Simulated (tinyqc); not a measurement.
Temperature and segregation coefficient: dopant redistribution at a moving silicon-oxide interface during parabolic oxidation. Computed by tinyqc, a small Python program. Command: `OMP_NUM_THREADS=1 python tinyqc.py 3017787 3017788 out.jsonl segox walk`. One thread of a shared host (Intel(R) Xeon(R) Processor @ 2.30GHz), about 0.01 s of CPU time with the checks.

Uniformly doped silicon is oxidised with x_ox = sqrt(B t); the interface advances into the silicon by alpha x_ox, alpha = 0.44. The dopant does not move in the oxide, and at the interface C(silicon) = m C(oxide).

Inputs (values chosen for the exercise, modelled on boron in silicon under dry oxygen):

| quantity | value | unit |
|---|---|---|
| dopant prefactor D0 | 1.1 | cm^2/s |
| dopant activation energy E | 3.5 | eV |
| oxidation prefactor B0 | 798 | um^2/h |
| oxidation activation energy E_B | 1.23 | eV |
| segregation coefficient m = C(silicon)/C(oxide) | 0.27 | - |

Constants: k_B = 8.617333262e-05 eV/K.

Method:
- D = D0 exp(-E/(k_B T)), converted with 1 cm^2/s = 3.6e11 um^2/h; B = B0 exp(-E_B/(k_B T)); s = alpha sqrt(B/(4 D)), the interface advance over 2 sqrt(D t).
- Temperatures in kelvin are T(C) + 273.15.
- With the dopant diffusivity D and s = alpha x_ox/(2 sqrt(D t)), in the silicon C = C_B + (C_s - C_B) erfc(y/(2 sqrt(D t)))/erfc(s), y from the original surface. Dopant balance at the interface gives C_s/C_B = 1/[1 + (1/(m alpha) - 1) g], g = sqrt(pi) s exp(s^2) erfc(s).

C_s/C_B:

| T (C) | s | this m | m = 0.2 | m = 1/alpha | m = 10 |
|---|---|---|---|---|---|
| 850 | 1.2233 | 0.14272 | 0.10647 | 1 | 2.6719 |
| 900 | 0.7421 | 0.16738 | 0.12578 | 1 | 2.0756 |
| 950 | 0.4690 | 0.20423 | 0.15518 | 1 | 1.6833 |
| 1000 | 0.3072 | 0.25333 | 0.19539 | 1 | 1.4431 |
| 1050 | 0.2078 | 0.31314 | 0.24602 | 1 | 1.2962 |
| 1100 | 0.1446 | 0.38065 | 0.30550 | 1 | 1.2041 |
| 1150 | 0.1033 | 0.45191 | 0.37112 | 1 | 1.1446 |
| 1200 | 0.0754 | 0.52286 | 0.43956 | 1 | 1.1051 |

s falls from 1.22 to 0.0754 as T rises, because diffusion has the larger activation energy (3.5 against 1.23 eV); the ratio for this m moves from 0.143 to 0.523, towards 1. At m = 1/alpha the oxide takes exactly what the silicon held, and nothing moves. The ratio does not depend on time, since both lengths grow as sqrt(t).
